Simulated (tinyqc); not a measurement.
Thermal boundary conductance by the acoustic and diffuse mismatch models: one step, computed by the program tinyqc. Command: `OMP_NUM_THREADS=1 python tinyqc.py 3015965 3015966 out.jsonl kapitza walk`. One thread of a shared host (Intel(R) Xeon(R) Processor @ 2.30GHz), about 0.01 s of CPU time with the checks.

Each side has one longitudinal and two transverse Debye branches, omega = v q up to q_D = (6 pi^2 n)^(1/3), with n counting all atoms. Scattering at the interface is elastic. Electrons are left out of G, also for metals. Melting is ignored. G refers to the temperatures of the phonons sent towards the interface. Linear branches over all atoms overstate G at high T, most for crystals with several atoms a cell.

Question. Cut-off frequencies and impedances. omega_c = v q_D for each branch, given as hbar omega_c/k_B; impedance Z = rho v.

Inputs (values chosen for the exercise, modelled on copper (side 1) and aluminium nitride (side 2)):

| quantity | value | unit |
|---|---|---|
| density rho_1 | 9.03 | g/cm^3 |
| longitudinal velocity vL_1 | 5030 | m/s |
| transverse velocity vT_1 | 2450 | m/s |
| atom density n_1 | 85.7 | 1/nm^3 |
| density rho_2 | 3.32 | g/cm^3 |
| longitudinal velocity vL_2 | 11100 | m/s |
| transverse velocity vT_2 | 6080 | m/s |
| atom density n_2 | 96.3 | 1/nm^3 |

Structure: film on a substrate.

Constants: hbar = 1.054571817e-34 J s; k_B = 1.380649e-23 J/K.

Give: Branches.

Answer.

Branches:

| branch | v (m/s) | cut-off (K) | Z (1e6 kg/(m^2 s)) |
|---|---|---|---|
| L, side 1 | 5030 | 660 | 45.4209 |
| T, side 1 | 2450 | 322 | 22.1235 |
| L, side 2 | 11100 | 1515 | 36.8520 |
| T, side 2 | 6080 | 830 | 20.1856 |
